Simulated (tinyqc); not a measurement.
RHF in the sto-3g basis, for BeH2, spin multiplicity 1, step by step. Computed by tinyqc, a small Python program that keeps every step (integrals from PySCF). Settings: charge = 0, multiplicity = 1, basis = sto-3g, energy threshold = 1e-10, iteration cap = 78, orthogonalisation = canonical, start = highest core orbitals, DIIS depth = 0, method = RHF. Command: `OMP_NUM_THREADS=1 python tinyqc.py 24512 24513 out.jsonl` (the two numbers bound the seeds that draw the settings). One thread of a shared host (Intel(R) Xeon(R) Processor @ 2.60GHz), about 0.07 s of CPU time with the checks. Later iterations appear only in the table of the cycle.

## One-electron integrals

Geometry (angstrom):
```
atom,x,y,z
Be,0.0000,0.0000,0.0000
H,0.0000,1.6930,0.0000
H,0.0000,-1.6930,0.0000
```

Basis sto-3g: exponents (1/bohr^2) and contraction coefficients of normalised primitives:
```
element,l (shell),exponent,coefficient
Be,s (1),30.1679,0.1543
Be,s (1),5.4951,0.5353
Be,s (1),1.4872,0.4446
Be,s (2),1.3148,-0.1000
Be,s (2),0.3055,0.3995
Be,s (2),0.0994,0.7001
Be,p (3),1.3148,0.1559
Be,p (3),0.3055,0.6077
Be,p (3),0.0994,0.3920
H,s (1),3.4253,0.1543
H,s (1),0.6239,0.5353
H,s (1),0.1689,0.4446
```

Overlap, kinetic and nuclear-attraction integrals over the contracted functions; the nuclear repulsion is the sum of Za Zb / Rab.

nuclear repulsion = 2.656826 hartree

overlap S, lower triangle:
```
,1Be 1s,1Be 2s,1Be 2px,1Be 2py,1Be 2pz,2H 1s,3H 1s
1Be 1s,1.0000
1Be 2s,0.2595,1.0000
1Be 2px,0.0000,0.0000,1.0000
1Be 2py,0.0000,0.0000,0.0000,1.0000
1Be 2pz,0.0000,0.0000,0.0000,0.0000,1.0000
2H 1s,0.0320,0.3269,0.0000,0.4125,0.0000,1.0000
3H 1s,0.0320,0.3269,0.0000,-0.4125,0.0000,0.0078,1.0000
```

kinetic energy T (hartree), lower triangle:
```
,1Be 1s,1Be 2s,1Be 2px,1Be 2py,1Be 2pz,2H 1s,3H 1s
1Be 1s,6.6940
1Be 2s,-0.0330,0.2111
1Be 2px,0.0000,0.0000,0.6606
1Be 2py,0.0000,0.0000,0.0000,0.6606
1Be 2pz,0.0000,0.0000,0.0000,0.0000,0.6606
2H 1s,-0.0092,0.0262,0.0000,0.0948,0.0000,0.7600
3H 1s,-0.0092,0.0262,0.0000,-0.0948,0.0000,-0.0038,0.7600
```

nuclear attraction V (hartree), lower triangle:
```
,1Be 1s,1Be 2s,1Be 2px,1Be 2py,1Be 2pz,2H 1s,3H 1s
1Be 1s,-15.1862
1Be 2s,-2.0615,-2.9239
1Be 2px,0.0000,0.0000,-2.8524
1Be 2py,0.0000,0.0000,0.0000,-3.0106
1Be 2pz,0.0000,0.0000,0.0000,0.0000,-2.8524
2H 1s,-0.2530,-0.8500,0.0000,-1.0427,0.0000,-2.6310
3H 1s,-0.2530,-0.8500,0.0000,1.0427,0.0000,-0.0250,-2.6310
```

core Hamiltonian H = T + V (hartree), lower triangle:
```
,1Be 1s,1Be 2s,1Be 2px,1Be 2py,1Be 2pz,2H 1s,3H 1s
1Be 1s,-8.4923
1Be 2s,-2.0945,-2.7128
1Be 2px,0.0000,0.0000,-2.1918
1Be 2py,0.0000,0.0000,0.0000,-2.3500
1Be 2pz,0.0000,0.0000,0.0000,0.0000,-2.1918
2H 1s,-0.2622,-0.8238,0.0000,-0.9479,0.0000,-1.8710
3H 1s,-0.2622,-0.8238,0.0000,0.9479,0.0000,-0.0287,-1.8710
```

## Two-electron integrals

Functions are numbered as in S; the eight-fold symmetry (ij|kl) = (ji|kl) = (kl|ij) leaves the list below.

Two-electron integrals (ij|kl) in chemists' order, unique and non-zero (hartree):
```
i,j,k,l,(ij|kl)
1,1,1,1,2.2988
2,1,1,1,0.3920
2,1,2,1,0.0795
2,2,1,1,0.5710
2,2,2,1,0.1430
2,2,2,2,0.4177
3,1,3,1,0.0146
3,2,3,1,0.0219
3,2,3,2,0.0923
3,3,1,1,0.5696
3,3,2,1,0.1431
3,3,2,2,0.4176
3,3,3,3,0.4499
4,1,4,1,0.0146
4,2,4,1,0.0219
4,2,4,2,0.0923
4,3,4,3,0.0242
4,4,1,1,0.5696
4,4,2,1,0.1431
4,4,2,2,0.4176
4,4,3,3,0.4014
4,4,4,4,0.4499
5,1,5,1,0.0146
5,2,5,1,0.0219
5,2,5,2,0.0923
5,3,5,3,0.0242
5,4,5,4,0.0242
5,5,1,1,0.5696
5,5,2,1,0.1431
5,5,2,2,0.4176
5,5,3,3,0.4014
5,5,4,4,0.4014
5,5,5,5,0.4499
6,1,1,1,0.0477
6,1,2,1,0.0097
6,1,2,2,0.0176
6,1,3,3,0.0174
6,1,4,1,0.0009
6,1,4,2,0.0016
6,1,4,4,0.0178
6,1,5,5,0.0174
6,1,6,1,0.0012
6,2,1,1,0.1402
6,2,2,1,0.0358
6,2,2,2,0.1172
6,2,3,3,0.1124
6,2,4,1,0.0046
6,2,4,2,0.0307
6,2,4,4,0.1265
6,2,5,5,0.1124
6,2,6,1,0.0048
6,2,6,2,0.0534
6,3,3,1,0.0029
6,3,3,2,0.0145
6,3,4,3,0.0050
6,3,6,3,0.0043
6,4,1,1,0.1602
6,4,2,1,0.0413
6,4,2,2,0.1414
6,4,3,3,0.1331
6,4,4,1,0.0074
6,4,4,2,0.0472
6,4,4,4,0.1578
6,4,5,5,0.1331
6,4,6,1,0.0058
6,4,6,2,0.0726
6,4,6,4,0.1008
6,5,5,1,0.0029
6,5,5,2,0.0145
6,5,5,4,0.0050
6,5,6,5,0.0043
6,6,1,1,0.3119
6,6,2,1,0.0809
6,6,2,2,0.2981
6,6,3,3,0.2775
6,6,4,1,0.0110
6,6,4,2,0.0978
6,6,4,4,0.3389
6,6,5,5,0.2775
6,6,6,1,0.0110
6,6,6,2,0.1803
6,6,6,4,0.2576
6,6,6,6,0.7746
7,1,1,1,0.0477
7,1,2,1,0.0097
7,1,2,2,0.0176
7,1,3,3,0.0174
7,1,4,1,-0.0009
7,1,4,2,-0.0016
7,1,4,4,0.0178
7,1,5,5,0.0174
7,1,6,1,0.0011
7,1,6,2,0.0041
7,1,6,4,0.0046
7,1,6,6,0.0092
7,1,7,1,0.0012
7,2,1,1,0.1402
7,2,2,1,0.0358
7,2,2,2,0.1172
7,2,3,3,0.1124
7,2,4,1,-0.0046
7,2,4,2,-0.0307
7,2,4,4,0.1265
7,2,5,5,0.1124
7,2,6,1,0.0041
7,2,6,2,0.0251
7,2,6,4,0.0284
7,2,6,6,0.0618
7,2,7,1,0.0048
7,2,7,2,0.0534
7,3,3,1,0.0029
7,3,3,2,0.0145
7,3,4,3,-0.0050
7,3,6,3,0.0015
7,3,7,3,0.0043
7,4,1,1,-0.1602
7,4,2,1,-0.0413
7,4,2,2,-0.1414
7,4,3,3,-0.1331
7,4,4,1,0.0074
7,4,4,2,0.0472
7,4,4,4,-0.1578
7,4,5,5,-0.1331
7,4,6,1,-0.0046
7,4,6,2,-0.0284
7,4,6,4,-0.0316
7,4,6,6,-0.0701
7,4,7,1,-0.0058
7,4,7,2,-0.0726
7,4,7,4,0.1008
7,5,5,1,0.0029
7,5,5,2,0.0145
7,5,5,4,-0.0050
7,5,6,5,0.0015
7,5,7,5,0.0043
7,6,1,1,0.0048
7,6,2,1,0.0012
7,6,2,2,0.0034
7,6,3,3,0.0033
7,6,4,4,0.0035
7,6,5,5,0.0033
7,6,6,1,1.47e-04
7,6,6,2,0.0010
7,6,6,4,0.0012
7,6,6,6,0.0025
7,6,7,1,1.47e-04
7,6,7,2,0.0010
7,6,7,4,-0.0012
7,6,7,6,2.77e-05
7,7,1,1,0.3119
7,7,2,1,0.0809
7,7,2,2,0.2981
7,7,3,3,0.2775
7,7,4,1,-0.0110
7,7,4,2,-0.0978
7,7,4,4,0.3389
7,7,5,5,0.2775
7,7,6,1,0.0092
7,7,6,2,0.0618
7,7,6,4,0.0701
7,7,6,6,0.1563
7,7,7,1,0.0110
7,7,7,2,0.1803
7,7,7,4,-0.2576
7,7,7,6,0.0025
7,7,7,7,0.7746
```

## Orthogonalisation

S = U s U^T; canonical form X = U s^(-1/2), so that X^T S X = 1. Each column of U has its largest component positive (the first on a tie).

eigenvalues of S: 0.4128  0.4912  0.9633  1.0000  1.0000  1.5533  1.5794

X:
```
,1,2,3,4,5,6,7
1Be 1s,0.0000,-0.4464,0.8892,0.0000,0.0000,0.3008,0.0000
1Be 2s,0.0000,1.0290,-0.0393,0.0000,0.0000,0.5549,0.0000
1Be 2px,0.0000,0.0000,0.0000,1.0000,0.0000,0.0000,0.0000
1Be 2py,1.0969,0.0000,0.0000,0.0000,0.0000,0.0000,0.5645
1Be 2pz,0.0000,0.0000,0.0000,0.0000,1.0000,0.0000,0.0000
2H 1s,-0.7809,-0.6236,-0.3507,0.0000,0.0000,0.3502,0.3965
3H 1s,0.7809,-0.6236,-0.3507,0.0000,0.0000,0.3502,-0.3965
```

Within a degenerate level the vectors are fixed only up to a rotation; this is one choice.

## Starting guess

The start is the highest orbitals of the core Hamiltonian (a deliberately bad start); D = 2 C_occ C_occ^T.

D at the start, lower triangle:
```
,1Be 1s,1Be 2s,1Be 2px,1Be 2py,1Be 2pz,2H 1s,3H 1s
1Be 1s,0.0161
1Be 2s,-0.1018,0.6460
1Be 2px,0.0000,0.0000,0.6771
1Be 2py,0.0000,0.0000,0.0000,0.8923
1Be 2pz,0.0000,0.0000,-0.9464,0.0000,1.3229
2H 1s,0.1427,-0.9051,0.0000,-1.1683,0.0000,2.7977
3H 1s,0.1427,-0.9051,0.0000,1.1683,0.0000,-0.2613,2.7977
```

## Iteration 1: building the Fock matrix

J_ij = sum D_kl (ij|kl), K_ij = sum D_kl (ik|jl); F = H + J - 0.5 K; E = tr D H + tr D J / 2 - 0.25 tr D K + E_nn.

Coulomb J (hartree), lower triangle:
```
,1Be 1s,1Be 2s,1Be 2px,1Be 2py,1Be 2pz,2H 1s,3H 1s
1Be 1s,2.4873
1Be 2s,0.6312,2.0488
1Be 2px,0.0000,0.0000,1.9750
1Be 2py,0.0000,0.0000,0.0000,2.1635
1Be 2pz,0.0000,0.0000,-0.0459,0.0000,2.0063
2H 1s,0.0778,0.7096,0.0000,0.9200,0.0000,2.4432
3H 1s,0.0778,0.7096,0.0000,-0.9200,0.0000,0.0169,2.4432
```

exchange K (hartree), lower triangle:
```
,1Be 1s,1Be 2s,1Be 2px,1Be 2py,1Be 2pz,2H 1s,3H 1s
1Be 1s,0.0452
1Be 2s,0.0522,0.2477
1Be 2px,0.0000,0.0000,0.3625
1Be 2py,0.0000,0.0000,0.0000,0.1816
1Be 2pz,0.0000,0.0000,-0.4028,0.0000,0.6373
2H 1s,-0.0011,0.1355,0.0000,0.2322,0.0000,1.3738
3H 1s,-0.0011,0.1355,0.0000,-0.2322,0.0000,0.0136,1.3738
```

Fock matrix F (hartree), lower triangle:
```
,1Be 1s,1Be 2s,1Be 2px,1Be 2py,1Be 2pz,2H 1s,3H 1s
1Be 1s,-6.0276
1Be 2s,-1.4894,-0.7878
1Be 2px,0.0000,0.0000,-0.3981
1Be 2py,0.0000,0.0000,0.0000,-0.2773
1Be 2pz,0.0000,0.0000,0.1555,0.0000,-0.5042
2H 1s,-0.1838,-0.1820,0.0000,-0.1441,0.0000,-0.1147
3H 1s,-0.1838,-0.1820,0.0000,0.1441,0.0000,-0.0186,-0.1147
```

total energy of this density = -3.502928 hartree

## Iteration 1: diagonalisation and new density

Diagonalise F' = X^T F X, C = X C', fill 3 alpha and 3 beta electrons from the bottom; D = 2 C_occ C_occ^T. Each column has its largest component positive (the first on a tie).

F' = X^T F X (hartree), lower triangle:
```
,1,2,3,4,5,6,7
1,0.0429
2,0.0000,-0.5082
3,0.0000,1.2457,-4.4762
4,0.0000,0.0000,0.0000,-0.3981
5,0.0000,0.0000,0.0000,0.1555,-0.5042
6,0.0000,0.4468,-2.2794,0.0000,0.0000,-1.5369
7,-0.1106,0.0000,0.0000,0.0000,0.0000,0.0000,-0.2476
```

orbital energies (hartree): MO1 -6.0287, MO2 -0.6155, MO3 -0.4503, MO4 -0.2869, MO5 -0.2849, MO6 -0.0422, MO7 0.0801

coefficients C:
```
,MO1,MO2,MO3,MO4,MO5,MO6,MO7
1Be 1s,1.0040,0.0000,-0.2571,0.0000,0.0000,0.0788,0.0000
1Be 2s,-0.0168,0.0000,1.0500,0.0000,0.0000,-0.5154,0.0000
1Be 2px,0.0000,-0.5818,0.0000,0.8133,0.0000,0.0000,0.0000
1Be 2py,0.0000,0.0000,0.0000,0.0000,0.8855,0.0000,-0.8589
1Be 2pz,0.0000,0.8133,0.0000,0.5818,0.0000,0.0000,0.0000
2H 1s,0.0035,0.0000,-0.0220,0.0000,0.1261,0.7962,0.8666
3H 1s,0.0035,0.0000,-0.0220,0.0000,-0.1261,0.7962,-0.8666
```

D after iteration 1, lower triangle:
```
,1Be 1s,1Be 2s,1Be 2px,1Be 2py,1Be 2pz,2H 1s,3H 1s
1Be 1s,2.1483
1Be 2s,-0.5735,2.2056
1Be 2px,0.0000,0.0000,0.6771
1Be 2py,0.0000,0.0000,0.0000,0.0000
1Be 2pz,0.0000,0.0000,-0.9464,0.0000,1.3229
2H 1s,0.0183,-0.0463,0.0000,0.0000,0.0000,0.0010
3H 1s,0.0183,-0.0463,0.0000,0.0000,0.0000,0.0010,0.0010
```

## Iteration 2: building the Fock matrix

As before.

Coulomb J (hartree), lower triangle:
```
,1Be 1s,1Be 2s,1Be 2px,1Be 2py,1Be 2pz,2H 1s,3H 1s
1Be 1s,6.8656
1Be 2s,1.3469,2.7992
1Be 2px,0.0000,0.0000,2.7971
1Be 2py,0.0000,0.0000,0.0000,2.7618
1Be 2pz,0.0000,0.0000,-0.0459,0.0000,2.8284
2H 1s,0.1643,0.7367,0.0000,0.8662,0.0000,1.7689
3H 1s,0.1643,0.7367,0.0000,-0.8662,0.0000,0.0230,1.7689
```

exchange K (hartree), lower triangle:
```
,1Be 1s,1Be 2s,1Be 2px,1Be 2py,1Be 2pz,2H 1s,3H 1s
1Be 1s,4.6952
1Be 2s,0.8289,1.0936
1Be 2px,0.0000,0.0000,0.5440
1Be 2py,0.0000,0.0000,0.0000,0.2502
1Be 2pz,0.0000,0.0000,-0.4028,0.0000,0.8188
2H 1s,0.1030,0.2620,0.0000,0.0698,0.0000,0.1079
3H 1s,0.1030,0.2620,0.0000,-0.0698,0.0000,0.0508,0.1079
```

Fock matrix F (hartree), lower triangle:
```
,1Be 1s,1Be 2s,1Be 2px,1Be 2py,1Be 2pz,2H 1s,3H 1s
1Be 1s,-3.9743
1Be 2s,-1.1621,-0.4604
1Be 2px,0.0000,0.0000,0.3333
1Be 2py,0.0000,0.0000,0.0000,0.2867
1Be 2pz,0.0000,0.0000,0.1555,0.0000,0.2272
2H 1s,-0.1493,-0.2181,0.0000,-0.1166,0.0000,-0.1561
3H 1s,-0.1493,-0.2181,0.0000,0.1166,0.0000,-0.0311,-0.1561
```

total energy of this density = -14.362262 hartree

## Iteration 2: diagonalisation and new density

As before.

F' = X^T F X (hartree), lower triangle:
```
,1,2,3,4,5,6,7
1,0.5920
2,0.0000,0.0362
3,0.0000,0.6961,-2.9335
4,0.0000,0.0000,0.0000,0.3333
5,0.0000,0.0000,0.0000,0.1555,0.2272
6,0.0000,0.3771,-1.5372,0.0000,0.0000,-1.1678
7,0.2563,0.0000,0.0000,0.0000,0.0000,0.0000,-0.0523
```

orbital energies (hartree): MO1 -3.9793, MO2 -0.2790, MO3 -0.1418, MO4 0.1159, MO5 0.1932, MO6 0.4445, MO7 0.6815

coefficients C:
```
,MO1,MO2,MO3,MO4,MO5,MO6,MO7
1Be 1s,0.9894,-0.1959,0.0000,0.0000,-0.2512,0.0000,0.0000
1Be 2s,0.0398,0.5487,0.0000,0.0000,1.0324,0.0000,0.0000
1Be 2px,0.0000,0.0000,0.0000,-0.5818,0.0000,0.8133,0.0000
1Be 2py,0.0000,0.0000,0.1713,0.0000,0.0000,0.0000,1.2217
1Be 2pz,0.0000,0.0000,0.0000,0.8133,0.0000,0.5818,0.0000
2H 1s,-0.0056,0.4487,0.6318,0.0000,-0.6581,0.0000,-0.6064
3H 1s,-0.0056,0.4487,-0.6318,0.0000,-0.6581,0.0000,0.6064
```

D after iteration 2, lower triangle:
```
,1Be 1s,1Be 2s,1Be 2px,1Be 2py,1Be 2pz,2H 1s,3H 1s
1Be 1s,2.0345
1Be 2s,-0.1361,0.6052
1Be 2px,0.0000,0.0000,0.0000
1Be 2py,0.0000,0.0000,0.0000,0.0587
1Be 2pz,0.0000,0.0000,0.0000,0.0000,0.0000
2H 1s,-0.1869,0.4919,0.0000,0.2164,0.0000,1.2010
3H 1s,-0.1869,0.4919,0.0000,-0.2164,0.0000,-0.3957,1.2010
```

## Iteration 12 (converged): orbitals

converged F (hartree), lower triangle:
```
,1Be 1s,1Be 2s,1Be 2px,1Be 2py,1Be 2pz,2H 1s,3H 1s
1Be 1s,-4.5381
1Be 2s,-1.2912,-0.5787
1Be 2px,0.0000,0.0000,0.2128
1Be 2py,0.0000,0.0000,0.0000,-0.1039
1Be 2pz,0.0000,0.0000,0.0000,0.0000,0.2128
2H 1s,-0.1650,-0.3023,0.0000,-0.2828,0.0000,-0.2011
3H 1s,-0.1650,-0.3023,0.0000,0.2828,0.0000,-0.0043,-0.2011
```

As before.

F' = X^T F X (hartree), lower triangle:
```
,1,2,3,4,5,6,7
1,0.6038
2,0.0000,0.1015
3,0.0000,0.8654,-3.3599
4,0.0000,0.0000,0.0000,0.2128
5,0.0000,0.0000,0.0000,0.0000,0.2128
6,0.0000,0.3936,-1.7145,0.0000,0.0000,-1.3748
7,0.0609,0.0000,0.0000,0.0000,0.0000,0.0000,-0.3482
```

orbital energies (hartree): MO1 -4.5414, MO2 -0.3978, MO3 -0.3521, MO4 0.2128, MO5 0.2128, MO6 0.3059, MO7 0.6077

coefficients C:
```
,MO1,MO2,MO3,MO4,MO5,MO6,MO7
1Be 1s,0.9920,-0.2102,0.0000,0.0000,0.0000,-0.2284,0.0000
1Be 2s,0.0305,0.6319,0.0000,0.0000,0.0000,0.9840,0.0000
1Be 2px,0.0000,0.0000,0.0000,0.0329,0.9995,0.0000,0.0000
1Be 2py,0.0000,0.0000,0.4937,0.0000,0.0000,0.0000,1.1306
1Be 2pz,0.0000,0.0000,0.0000,0.9995,-0.0329,0.0000,0.0000
2H 1s,-0.0038,0.3930,0.4453,0.0000,0.0000,-0.6928,-0.7541
3H 1s,-0.0038,0.3930,-0.4453,0.0000,0.0000,-0.6928,0.7541
```

D after iteration 12, lower triangle:
```
,1Be 1s,1Be 2s,1Be 2px,1Be 2py,1Be 2pz,2H 1s,3H 1s
1Be 1s,2.0564
1Be 2s,-0.2052,0.8003
1Be 2px,0.0000,0.0000,0.0000
1Be 2py,0.0000,0.0000,0.0000,0.4874
1Be 2pz,0.0000,0.0000,0.0000,0.0000,0.0000
2H 1s,-0.1728,0.4964,0.0000,0.4397,0.0000,0.7056
3H 1s,-0.1728,0.4964,0.0000,-0.4397,0.0000,-0.0877,0.7056
```

Within a degenerate level the vectors are fixed only up to a rotation; this is one choice.

## Convergence

Stop when the energy changes by less than 1e-10 hartree and every element of the error matrix X^T (F D S - S D F) X is below 3e-06.

Course of the cycle:
```
iteration,E (hartree),change,largest element of the error matrix
1,-3.502928,-,1.41e-01
2,-14.362262,-1.09e+01,3.56e-01
3,-15.338019,-9.76e-01,4.23e-01
4,-15.470825,-1.33e-01,3.83e-02
5,-15.472879,-2.05e-03,1.14e-02
6,-15.473064,-1.85e-04,3.42e-03
7,-15.473080,-1.66e-05,1.02e-03
8,-15.473082,-1.48e-06,3.05e-04
9,-15.473082,-1.32e-07,9.12e-05
10,-15.473082,-1.18e-08,2.72e-05
11,-15.473082,-1.05e-09,8.13e-06
12,-15.473082,-9.34e-11,2.43e-06
```

PySCF RHF in the same basis = -15.473082 hartree

Converged in 12 iterations.

## Populations, bond orders and dipole

Mulliken: Z minus the diagonal of D S on the atom; Loewdin: the same with S^(1/2) D S^(1/2); Mayer order: 2 sum_s sum (D(s) S)_ij (D(s) S)_ji over the two atoms.

Charges (e):
```
atom,Mulliken,Loewdin
1Be,0.0861,0.0754
2H,-0.0431,-0.0377
3H,-0.0431,-0.0377
```

Mayer bond orders:
```
pair,order
2-1,0.9867
3-1,0.9867
3-2,0.0114
```

dipole moment about the origin, x y z (debye): 0.0000  0.0000  0.0000
